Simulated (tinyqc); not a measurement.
The best anneal temperature for the time t: solubility, supersaturation, precipitation and gettering of an impurity in a silicon-like host. Computed by tinyqc, a small Python program. Command: `OMP_NUM_THREADS=1 python tinyqc.py 3023349 3023350 out.jsonl ripen walk`. One thread of a shared host (Intel(R) Xeon(R) Processor @ 2.30GHz), about 0.01 s of CPU time with the checks.

The wafer was saturated at T1 and is then held at T.

Inputs (values chosen for the exercise, modelled on chromium in silicon):
```
quantity                                   value    unit
site density N0                            5e+22  1/cm^3
enthalpy of solution H                      2.87      eV
entropy of solution S                        4.8     k_B
diffusion prefactor D0                   0.00064  cm^2/s
migration energy Q                         0.827      eV
temperature of saturation T1                1325       K
anneal temperature T                         803       K
sink density n                           2.2e+09  1/cm^3
initial sink radius r0                       2.4      nm
impurity density in the precipitate C_p  2.5e+22  1/cm^3
interface energy gamma                      0.71   J/m^2
anneal time t                              15000       s
```

Constants: k_B = 8.617333262e-05 eV/K; k_B = 1.380649e-23 J/K.

Method:
- C_eq(T) = N0 exp(S/k_B - H/(k_B T)); D(T) = D0 exp(-Q/(k_B T)); C0 = C_eq(T1). Supersaturation s = C0/C_eq(T); critical radius r* = 2 gamma/(C_p k_B T ln s); barrier W* = (4 pi/3) gamma r*^2. Strain energy is left out.
- r_f = [r0^3 + 3 (C0 - C_eq)/(4 pi n C_p)]^(1/3), tau_f = 1/(4 pi n r_f D).
- Growing sinks: with y = r/r_f and y0 = r0/r_f, dy/dt = (1 - y^3)/(3 tau_f y), which integrates to t/tau_f = F(y) - F(y0), F(y) = (1/2) ln[(1 + y + y^2)/(1 - y)^2] - sqrt(3) arctan[(2y + 1)/sqrt(3)]; the share of the excess left is (1 - y^3)/(1 - y0^3), and C(t) = C_eq + (C0 - C_eq) x share.

C0 = 7.36604e+13 1/cm^3

Dissolved share after t:
```
T (K)     C_eq/C0   tau_f (s)     C(t)/C0
596    4.4424e-14  8.0213e+05  9.9339e-01
689    8.3824e-11  9.1270e+04  9.3450e-01
795    5.2776e-08  1.4249e+04  5.1896e-01
901    7.2928e-06  3.4434e+03  2.3222e-02
1007   3.5705e-04  1.1223e+03  3.5991e-04
1113   8.3310e-03  4.5398e+02  8.3310e-03
1206   8.3724e-02  2.3945e+02  8.3724e-02
1272   3.5087e-01  1.7666e+02  3.5087e-01
```

What does the comparison show, and why?

The lowest dissolved share among these rows is 3.6e-4 at 1007 K. Above it solubility sets the floor; below it diffusion is too slow for this time. Solubility falls with H = 2.87 eV and diffusion with Q = 0.827 eV. Caution: the barrier to homogeneous nucleation is below 35 k_B T for these inputs, so new precipitates would form and outnumber the fixed sinks assumed here.

Extremes, crossings and ranges named in words are read from the listed rows.
